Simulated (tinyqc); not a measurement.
# Reverse leakage of an n+-p junction: diffusion, generation, trap-assisted and band-to-band tunnelling: effects of single changes

One-sided abrupt junction in the depletion approximation, x from the junction (0) to W on the p side, field F = F0 (1 - x/W). Flat quasi-Fermi levels, long p side. Traps generate through SRH with both lifetimes shortened by 1 + Gamma (Hurkx enhancement, form for moderate fields); band-to-band generation is local and needs a total bending above Eg.

Values chosen for this exercise; band and dielectric values close to those of silicon:
- T = 350 K (temperature)
- Eg = 1.11 eV (band gap)
- eps_r = 11.9 (relative permittivity)
- Nc = 3.57e19 cm^-3 (conduction-band density of states at T)
- Nv = 3.38e19 cm^-3 (valence-band density of states at T)
- Na = 1.5e17 cm^-3 (acceptor density of the lighter side)
- Nd = 1e19 cm^-3 (donor density of the heavier side)
- tau = 4e-8 s (SRH lifetime of both carriers at zero field)
- Et = 0 eV (trap level above the intrinsic level)
- mt = 0.26 m0 (tunnelling mass)
- Dn = 6.4 cm^2/s (electron diffusion coefficient on the lighter side)
- Ab = 5.7e14 cm^-0.5 V^-2.5 s^-1 (band-to-band prefactor)
- Bb = 1.95e7 V/cm (band-to-band field constant)
- VR = 0.6 V (reverse bias)

Constants: q = 1.602176634e-19 C, kB = 1.380649e-23 J/K, hbar = 1.054571817e-34 J s, m0 = 9.1093837015e-31 kg, Vt = kB T/q, eps0 = 8.8541878128e-14 F/cm where lengths are in cm. Results are converted to the units shown.

Each table varies one quantity; the others keep the values above.

## Leakage components against the reverse bias

ni = sqrt(Nc Nv) exp(-Eg/(2 Vt)), Eg in volts; Vbi = Vt ln(Na Nd/ni^2); W = sqrt(2 eps0 eps_r (Vbi + VR)/(q Na)); F0 = 2 (Vbi + VR)/W; FG = sqrt(24 mt m0 (kB T)^3)/(q hbar); J_diff = q ni^2 sqrt(Dn/tau)(1 - exp(-VR/Vt))/Na. u = (Vbi + VR)(1 - x/W)^2, p = Na exp(-u/Vt), n = Nd exp((u - Vbi - VR)/Vt); G0 = ni^2 (1 - exp(-VR/Vt))/(tau (n + p + 2 ni cosh(Et/Vt))); Gamma = 2 sqrt(3 pi)(F/FG) exp((F/FG)^2); trap-assisted part G0 Gamma; G_bb = Ab F^2.5 exp(-Bb/F) with F in V/cm, zero unless Vbi + VR > Eg, and counted as zero under 1 cm^-3 s^-1. Currents are q times the integrals over 0 to W; J_bb under 1e-8 of J is printed as 0; rows with F0/FG above 2.2, beyond the range of this Gamma, are left out.

The same in every row: J_bb (A/cm^2) = 0.

Results:

| VR (V) | F0 (kV/cm) | F0/FG | J_diff (A/cm^2) | J_SRH (A/cm^2) | J_TAT (A/cm^2) | J (A/cm^2) | largest part |
|---|---|---|---|---|---|---|---|
| 0.2 | 225 | 0.474 | 1.69e-9 | 1.16e-6 | 2.45e-6 | 3.61e-6 | trap-assisted tunnelling |
| 0.8 | 279 | 0.589 | 1.69e-9 | 3.28e-6 | 9.09e-6 | 1.24e-5 | trap-assisted tunnelling |
| 1.1 | 303 | 0.639 | 1.69e-9 | 4.14e-6 | 1.27e-5 | 1.69e-5 | trap-assisted tunnelling |
| 1.4 | 324 | 0.685 | 1.69e-9 | 4.91e-6 | 1.66e-5 | 2.15e-5 | trap-assisted tunnelling |
| 1.7 | 345 | 0.728 | 1.69e-9 | 5.62e-6 | 2.07e-5 | 2.63e-5 | trap-assisted tunnelling |
| 2 | 364 | 0.768 | 1.69e-9 | 6.28e-6 | 2.51e-5 | 3.13e-5 | trap-assisted tunnelling |
| 2.3 | 383 | 0.807 | 1.69e-9 | 6.91e-6 | 2.97e-5 | 3.66e-5 | trap-assisted tunnelling |
| 2.6 | 400 | 0.844 | 1.69e-9 | 7.50e-6 | 3.46e-5 | 4.21e-5 | trap-assisted tunnelling |

Estimate the missing row, VR = 0.5 V.

Computed row:

| VR (V) | F0 (kV/cm) | F0/FG | J_diff (A/cm^2) | J_SRH (A/cm^2) | J_TAT (A/cm^2) | J (A/cm^2) | largest part |
|---|---|---|---|---|---|---|---|
| 0.5 | 253 | 0.535 | 1.69e-9 | 2.31e-6 | 5.67e-6 | 7.98e-6 | trap-assisted tunnelling |

With this row back in the table: J rises from 3.61e-6 to 4.21e-5 A/cm^2. Trap-assisted tunnelling leads at VR = 0.2 and in all other rows. The ratio J_TAT/J_SRH goes from 2.11 to 4.62 as F0/FG goes from 0.474 to 0.844.

## Leakage components against the SRH lifetime of both carriers at zero field

Same model as above.

The same in every row: F0 (kV/cm) = 262; F0/FG = 0.553; J_bb (A/cm^2) = 0.

Result of one run:

| tau (s) | J_diff (A/cm^2) | J_SRH (A/cm^2) | J_TAT (A/cm^2) | J (A/cm^2) | largest part |
|---|---|---|---|---|---|
| 1e-5 | 1.07e-10 | 1.06e-8 | 2.72e-8 | 3.79e-8 | trap-assisted tunnelling |

What becomes of these results when the SRH lifetime of both carriers at zero field tau is changed from 1e-5 to 1e-9 s, all else the same?

Result of the changed run:

| tau (s) | J_diff (A/cm^2) | J_SRH (A/cm^2) | J_TAT (A/cm^2) | J (A/cm^2) | largest part |
|---|---|---|---|---|---|
| 1e-9 | 1.07e-8 | 1.06e-4 | 2.72e-4 | 3.78e-4 | trap-assisted tunnelling |

The whole series:

| tau (s) | J_diff (A/cm^2) | J_SRH (A/cm^2) | J_TAT (A/cm^2) | J (A/cm^2) | largest part |
|---|---|---|---|---|---|
| 1e-10 | 3.39e-8 | 0.00106 | 0.00272 | 0.00378 | trap-assisted tunnelling |
| 1e-9 | 1.07e-8 | 1.06e-4 | 2.72e-4 | 3.78e-4 | trap-assisted tunnelling |
| 1e-8 | 3.39e-9 | 1.06e-5 | 2.72e-5 | 3.78e-5 | trap-assisted tunnelling |
| 1e-7 | 1.07e-9 | 1.06e-6 | 2.72e-6 | 3.78e-6 | trap-assisted tunnelling |
| 1e-6 | 3.39e-10 | 1.06e-7 | 2.72e-7 | 3.78e-7 | trap-assisted tunnelling |
| 1e-5 | 1.07e-10 | 1.06e-8 | 2.72e-8 | 3.79e-8 | trap-assisted tunnelling |
| 0.0001 | 3.39e-11 | 1.06e-9 | 2.72e-9 | 3.81e-9 | trap-assisted tunnelling |

J falls from 0.00378 to 3.81e-9 A/cm^2. Trap-assisted tunnelling leads at tau = 1e-10 and in all other rows. J_SRH and J_TAT go as 1/tau and J_diff as tau^(-1/2); J_bb does not depend on it.

Numbers from tinyqc (`OMP_NUM_THREADS=1 python tinyqc.py 2290130 2290131 out.jsonl`; about 0.01 s on one thread of a shared Intel Xeon 2.30GHz).
